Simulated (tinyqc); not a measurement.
# From oxide thickness x back to oxidant pressure p

Model: Deal-Grove kinetics of thermal oxidation of silicon. Computed by tinyqc, a small Python program. Command: `OMP_NUM_THREADS=1 python tinyqc.py 3024592 3024593 out.jsonl oxide inv`. One thread of a shared host (Intel(R) Xeon(R) Processor @ 2.30GHz), about 0.3 s of CPU time with the checks.

Oxidant diffuses through the oxide and reacts at the interface, so that dx/dt = B/(A + 2x) for the oxide thickness x.

Inputs (values chosen for the exercise, close to those used for silicon):
```
quantity                       value    unit
prefactor B0                     397  um^2/h
activation energy E_B          0.775      eV
prefactor (B/A)0            1.73e+08    um/h
activation energy E_A           2.06      eV
temperature T                    800       C
pressure exponent m of B/A         1       -
initial oxide x_i              0.025      um
time t                          0.15       h
```

Ambient: steam. Surface: (111).

Constants: k_B = 8.617333262e-05 eV/K.

Method:
- B = B0 p exp(-E_B/(k_B T)), B/A = (B/A)0 p^m exp(-E_A/(k_B T)), p in atm; A = B/(B/A).
- Temperatures in kelvin are T(C) + 273.15.
- tau = (x_i^2 + A x_i)/B and x = (A/2) [sqrt(1 + 4 B (t + tau)/A^2) - 1], the root of x^2 + A x = B (t + tau).
- Silicon consumed is 0.44 times the oxide grown; the rate is B/(A + 2x).

Task: A run gave the result below. Find the oxidant pressure p, known to lie between 0.78 and 1.5 atm.

oxide thickness x = 0.02989878 um

Result:

Each step takes the trial c = (a f_b - b f_a)/(f_b - f_a), f being the result less the target and a, b, c the logarithms of the listed values; c replaces end b, the old b replaces a if the sign of f changed, and otherwise f_a is halved.

Scan of the range:
```
oxidant pressure p (atm)  oxide thickness x (um)
0.78                                   0.0291937
0.87                                   0.0296767
0.97                                   0.0302131
1.08                                   0.0308029
1.21                                   0.0314997
1.35                                   0.0322496
1.50                                   0.0330525
```

False position (Illinois rule, in the logarithm of the input) inside the bracket:
```
step     end a     end b     trial  oxide thickness x (um)
1     0.870000  0.970000  0.910089               0.0298918
2     0.970000  0.910089  0.911359               0.0298986
3     0.970000  0.911359  0.911437               0.0298990
4     0.911359  0.911437  0.911399               0.0298988
```

Oxide thickness x rises at every point of a 13-point scan of the range (every second point is shown), so one value fits; it is bracketed by 0.870 and 0.970. Answer: oxidant pressure p = 0.9114 atm.
